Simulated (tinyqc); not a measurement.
Lorentz oscillators and the Kramers-Kronig relations: one step. Dielectric function at one energy. Two cases, with inputs chosen for the exercise.

Question. Evaluate each oscillator and the sum.

eps(E) = 1 + sum_j S_j/(E0_j^2 - E^2 - i G_j E).

Case 1.

Values chosen: E0 = (4.47, 6.37) eV (resonances); G = (0.61, 1.46) eV (widths); S = (105, 61.8) eV^2 (strengths); E = 9.45 eV (photon energy).

Case 2.

Values chosen: E0 = (2.99, 6.36) eV (resonances); G = (0.36, 1.83) eV (widths); S = (28.7, 55.7) eV^2 (strengths); E = 1.66 eV (photon energy).

Give: terms; eps(E); eps(0).

Answer.

Case 1.

terms: -1.5043+0.1251i  -1.1742+0.3325i

eps(E) = -1.6785+0.4576i
eps(0) = 7.7781

Case 2.

terms: 4.5977+0.4443i  1.4682+0.1183i

eps(E) = 7.0659+0.5626i
eps(0) = 5.5873

Computed by tinyqc, one run a case: `OMP_NUM_THREADS=1 python tinyqc.py N N+1 out.jsonl` with N = 1682344, 1682469; one thread of a shared Intel(R) Xeon(R) Processor @ 2.30GHz, about 0.2 s a run at most.
